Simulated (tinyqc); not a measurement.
Arrhenius plot from several rate windows.

Emission rate en = sn vth(T) Nc(T) exp(-Et/kB T) = sn g T^2 exp(-Et/kB T), g = vth Nc/(300 K)^2, as vth goes as T^0.5 and Nc as T^1.5 (degeneracy factor 1). Each window ew gives the temperature where en = ew.

Parameters, values chosen for the exercise; material values close to those of silicon: conduction-band density of states at 300 K Nc = 2.84e19 cm^-3; thermal velocity at 300 K vth = 2.3e7 cm/s; depth of the trap below the conduction edge Et = 0.29 eV; capture cross-section sn = 1.9e-14 cm^2.

Constants: q = 1.602176634e-19 C, kB = 1.380649e-23 J/K. Results are converted to the units shown.

Arrhenius plot from several rate windows:
```
ew (1/s)	T peak (K)	q/kB T (1/eV)	ln(ew/T^2)	ln ew
1.7	121.04	95.875	-9.0616	0.53063
5.1	125.66	92.345	-8.0380	1.6292
15	130.55	88.888	-7.0355	2.7081
47	136.14	85.239	-5.9772	3.8501
140	141.93	81.762	-4.9690	4.9416
430	148.40	78.200	-3.9360	6.0638
1300	155.35	74.701	-2.9212	7.1701
3900	162.89	71.240	-1.9175	8.2687
```

The peak rises from 121 to 163 K. ln(ew/T^2) against q/kB T is a straight line of slope -0.2900 eV, the trap depth. Its intercept gives sn = 1.90e-14 cm^2. Leaving out the T^2 gives 0.3141 eV, too high by about 2 kB T.

Program tinyqc, `OMP_NUM_THREADS=1 python tinyqc.py 2050112 2050113 out.jsonl`; Intel Xeon 2.30GHz, shared host, one thread, about 0.01 s.
